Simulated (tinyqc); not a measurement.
Scaling the whole coupling: critical temperature from a phonon spectrum: McMillan, Allen-Dynes and the linearised Eliashberg equation. Computed by tinyqc, a small Python program. Command: `OMP_NUM_THREADS=1 python tinyqc.py 3021327 3021328 out.jsonl eliashberg walk`. One thread of a shared host (Intel(R) Xeon(R) Processor @ 2.30GHz), about 0.01 s of CPU time with the checks.

alpha^2 F(omega) = sum_i (lambda_i omega_i/2) delta(omega - omega_i), so that lambda = 2 int alpha^2 F/omega d omega = sum_i lambda_i.

Inputs (values chosen for the exercise, for a model metal): peak energy omega_1 = 11.3 meV; coupling lambda_1 = 1.83; Coulomb pseudopotential mu* = 0.13.

Peaks in alpha^2 F: one.

Constants: k_B = 8.617333262e-05 eV/K.

Method:
- omega_log = exp(sum lambda_i ln omega_i / lambda); omega_rms = sqrt(sum lambda_i omega_i^2 / lambda).
- McMillan form: k_B T_c = (omega_log/1.2) exp[-1.04 (1 + lambda)/(lambda - mu* (1 + 0.62 lambda))]. Allen-Dynes multiplies it by f1 f2: f1 = [1 + (lambda/L1)^(3/2)]^(1/3), L1 = 2.46 (1 + 3.8 mu*); f2 = 1 + (omega_rms/omega_log - 1) lambda^2/(lambda^2 + L2^2), L2 = 1.82 (1 + 6.3 mu*) omega_rms/omega_log.
- Linearised Eliashberg equation at omega_n = (2n + 1) pi k_B T, n = 0..N-1: lambda(j) = sum_i lambda_i omega_i^2/(omega_i^2 + (2 pi j k_B T)^2); K_mn = lambda(m - n) + lambda(m + n + 1) - 2 mu*(N) - delta_mn [2m + 1 + lambda(0) + 2 sum_(j=1..m) lambda(j)], with 1/mu*(N) = 1/mu* + ln(omega_rms/omega_N), omega_N = (2N + 1) pi k_B T. T_c is where the largest eigenvalue rho of K is zero.
- N is the smallest integer at or above 8 omega_max/(2 pi k_B T_AD), omega_max the highest peak and T_AD the Allen-Dynes value.
- All lambda_i are multiplied by s. The last column is the large-lambda limit for mu* = 0, k_B T_c = 0.1827 omega_rms sqrt(lambda).

lambda = 1.83

omega_rms = 11.3 meV

omega_log = 11.3 meV

T_c (K):
```
s    lambda  McMillan  Allen-Dynes  Eliashberg  large-lambda limit
0.6   1.098     9.143        9.616       9.403              25.104
0.8   1.464    13.283       14.314      14.138              28.988
1.0   1.830    16.413       18.146      18.030              32.409
1.3   2.379    19.800       22.770      22.848              36.952
1.7   3.111    22.827       27.658      28.080              42.257
2.3   4.209    25.669       33.514      34.625              49.151
3.2   5.856    28.128       40.619      42.382              57.976
```

What does the comparison show, and why?

McMillan/Eliashberg runs from 0.97 at lambda = 1.10 to 0.66 at 5.86: the exponential form levels off at large lambda, while the true T_c keeps rising (exponent 0.61 between the last rows, tending to 1/2). Allen-Dynes stays within about 4 % over the table. The last row reaches 73 % of the mu* = 0 limit; with mu* above zero T_c stays below that line at any lambda.

Extremes, crossings and ranges named in words are read from the listed rows.
